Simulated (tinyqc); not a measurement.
Coupled-perturbed Hartree-Fock on RHF in the sto-3g basis, for BeH2, spin multiplicity 1, step by step. One step of it, computed by the program tinyqc.

Task: Orthogonalisation. S = U s U^T; symmetric (Loewdin) form X = U s^(-1/2) U^T, so that X^T S X = 1.

overlap S, lower triangle:
```
           1Be 1s    1Be 2s   1Be 2px    1Be 2py   1Be 2pz     2H 1s     3H 1s
1Be 1s   1.000000
1Be 2s   0.259517  1.000000
1Be 2px  0.000000  0.000000  1.000000
1Be 2py  0.000000  0.000000  0.000000   1.000000
1Be 2pz  0.000000  0.000000  0.000000   0.000000  1.000000
2H 1s    0.045811  0.385750  0.000000   0.466844  0.021387  1.000000
3H 1s    0.040165  0.363502  0.000000  -0.446887  0.020543  0.014251  1.000000
```

Give: eigenvalues of S; X.

Result:

eigenvalues of S: 0.345  0.440  0.951  1.000  1.003  1.613  1.648

X, lower triangle:
```
         1Be 1s  1Be 2s  1Be 2px  1Be 2py  1Be 2pz   2H 1s  3H 1s
1Be 1s    1.029
1Be 2s   -0.151   1.166
1Be 2px   0.000   0.000    1.000
1Be 2py  -0.001   0.013    0.000    1.235
1Be 2pz  -0.001   0.008    0.000    0.001    1.000
2H 1s     0.021  -0.245    0.000   -0.336   -0.013   1.198
3H 1s     0.021  -0.221    0.000    0.314   -0.012  -0.060  1.173
```
